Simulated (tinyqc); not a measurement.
Energy relaxation with and without hot phonons: decay of LO phonons and the hot-phonon bottleneck in the cooling of electrons. Computed by tinyqc, a small Python program. Command: `OMP_NUM_THREADS=1 python tinyqc.py 3031173 3031174 out.jsonl hotphonon walk`. One thread of a shared host (Intel(R) Xeon(R) Processor @ 2.30GHz), about 0.01 s of CPU time with the checks.

n(E, T) = 1/(exp(E/(k_B T)) - 1) is the Bose occupation. Electrons have a temperature T_e; the LO modes within their reach share one occupation N; the decay products stay at the lattice temperature.

Inputs (values chosen for the exercise, modelled on gallium oxide):

| quantity | value | unit |
|---|---|---|
| LO energy hbar omega | 45.1 | meV |
| lifetime at T = 0, tau_0 | 1.2 | ps |
| share f of the energy in the softer product | 0.37 | - |
| lattice temperature T | 150 | K |
| electron mass m* | 0.288 | m_0 |
| eps_inf | 3.58 | - |
| static dielectric constant eps_s | 10.4 | - |
| electron density n | 7.9e+18 | 1/cm^3 |
| density of LO modes that the electrons reach, N_m | 1.5e+19 | 1/cm^3 |

Decay channel: two unequal phonons (Ridley).

Constants: k_B = 8.617333262e-05 eV/K; c = 299792458 m/s; e^2/(4 pi eps_0) = 14.39964548 eV angstrom; hbar^2/(2 m_0) = 3.80998212 eV angstrom^2; hbar = 6.582119569e-16 eV s; e = 1.602176634e-19 C; k_B = 1.380649e-23 J/K.

Method:
- Decay rate 1/tau = (1/tau_0) [1 + n(f hbar omega) + n((1 - f) hbar omega)].
- Full width Gamma = 1/(2 pi c tau) in 1/cm, c in cm/s.
- Froehlich coupling alpha = (e^2/(4 pi eps_0)) (1/eps_inf - 1/eps_s) k_0/(2 hbar omega), k_0 = sqrt(m* hbar omega/(hbar^2/(2 m_0))); emission time tau_sp = hbar/(2 alpha hbar omega); bottleneck ratio r = (n/N_m) tau/tau_sp.
- Net emission per electron: [(N + 1) x - N]/tau_sp with x = exp(-hbar omega/(k_B T_e)), a simple two-level balance; steady state of the modes: n [(N + 1) x - N]/tau_sp = N_m (N - N_0)/tau; power per electron P = hbar omega [(N + 1) x - N]/tau_sp.
- P(T_e) = (hbar omega/tau_sp) [(N_0 + 1) x - N_0]/[1 + r (1 - x)], and r = 0 without hot phonons; energy relaxation time tau_E = (3/2) k_B (T_e - T)/P.

emission time tau_sp = 4.27389 fs

equilibrium LO occupation N_0 = 0.0314899

bottleneck ratio r = 98.3083

phonon lifetime tau = 0.797769 ps

Cooling:

| T_e (K) | P, cold phonons (nW) | P, hot phonons (nW) | ratio | tau_E (ps) | N |
|---|---|---|---|---|---|
| 180 | 41.993 | 0.44702 | 93.940 | 1.3899 | 0.057483 |
| 230 | 125.94 | 1.4118 | 89.208 | 1.1735 | 0.11358 |
| 300 | 251.47 | 3.0618 | 82.131 | 1.0146 | 0.20952 |
| 450 | 491.80 | 7.1709 | 68.583 | 0.86641 | 0.44846 |
| 650 | 726.31 | 13.119 | 55.364 | 0.78930 | 0.79432 |
| 950 | 952.01 | 22.326 | 42.641 | 0.74208 | 1.3297 |
| 1450 | 1162.3 | 37.755 | 30.785 | 0.71308 | 2.2268 |
| 2150 | 1313.9 | 59.076 | 22.241 | 0.70112 | 3.4666 |

What does the comparison show, and why?

Reabsorption cuts the loss by a factor 93.9 at the lowest T_e and 22.2 at the highest; the factor is 1 + r (1 - x) with r = 98.3. tau_E runs from 1.4 to 0.70 ps, with its shortest value, 0.70 ps, at T_e = 2150 K, against tau_sp = 4.3 fs and a phonon lifetime of 0.80 ps. For r (1 - x) much above 1 the loss tends to hbar omega (N_m/n)(n(hbar omega, T_e) - N_0)/tau, in which tau_sp no longer appears. In the coldest rows the electrons are degenerate, so (3/2) k_B (T_e - T) overstates their excess energy. Pauli blocking is left out, as are upper valleys and non-parabolic bands, which can matter above about 1000 K. Caution: alpha is above 1/2, so hbar/tau_sp exceeds hbar omega and the emission time, a weak-coupling result, is only rough.

Extremes, crossings and ranges named in words are read from the listed rows.
